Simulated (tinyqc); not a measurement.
# Bandgap voltage reference from two bipolar transistors, step by step

tinyqc, about 0.02 s, one thread, Intel Xeon 2.30GHz (shared host): `OMP_NUM_THREADS=1 python tinyqc.py 2062146 2062147 out.jsonl` Printed values are rounded.

Two transistors of area 1 and N carry the same current I. Is(T) = Is (T/T0)^eta exp[(Vg0 q/kB)(1/T0 - 1/T)], VBE1 = Vt ln(I/Is(T)) + I rb, VBE2 = Vt ln(I/(N Is(T))) + I rb/N. The amplifier forces I R1(T) = VBE1 - VBE2 + Vos, with R(T) = R (1 + tc (T - T0)) for both resistors, and the output is Vref = VBE1 + I R2(T). Base currents and the Early effect are neglected.

Parameters, values chosen for the exercise; values of the order met in silicon bipolar transistors:
- T0 = 300 K (reference temperature)
- Vg0 = 1.207 V (band-gap voltage extrapolated to 0 K)
- eta = 3.7 (temperature exponent of the saturation current)
- Is = 1e-15 A (saturation current of the unit transistor at T0)
- N = 8 (area ratio of the second transistor)
- R1 = 21 kohm (resistor across which the difference of VBE falls, at T0)
- tc = 1800 ppm/K (temperature coefficient of both resistors)
- Vos = 0 mV (offset of the amplifier)
- rb = 0 ohm (series resistance of the unit transistor)
- R2 = 291.2 kohm (output resistor at T0)
- T = 233 K (temperature)

Constants: q = 1.602176634e-19 C, kB = 1.380649e-23 J/K. Results are converted to the units shown.

## Operating point at the reference temperature

Vt = kB T/q; I = (Vt ln N + Vos)/(R1(T) - rb (1 - 1/N)). Evaluate at T = T0.

Vt = 0.02585200 V
I = 2.559892 uA
Is(T) = 1e-15 A
VBE1 = 0.5600378 V
I R2 = 0.7454404 V
Vref = 1.305478 V

## Operating point at another temperature

Vt = kB T/q; I = (Vt ln N + Vos)/(R1(T) - rb (1 - 1/N)).

Vt = 0.02007839 V
I = 2.260840 uA
Is(T) = 5.797317e-22 A
VBE1 = 0.7208081 V
I R2 = 0.5789587 V
Vref = 1.299767 V

From T0 to T, VBE1 changes by 161 mV and I R2 by -166 mV, which leaves -5.71 mV in Vref.

## Resistor for zero slope at T0, ideal case

With tc = 0, Vos = 0 and rb = 0 the current is proportional to T, dVBE/dT = (VBE - Vg0 - (eta - 1) Vt)/T, and Vref has zero slope at T0 when Vref = Vg0 + (eta - 1) Vt0. Find VBE1, its slope, that Vref, R2/R1 and the curvature d2Vref/dT2 = -(eta - 1) kB/(q T0).

VBE1 = 0.5600378 V
dVBE/dT = -2.389209 mV/K
Vref = 1.276800 V
R2/R1 = 13.33320
curvature = -0.7755600 uV/K^2
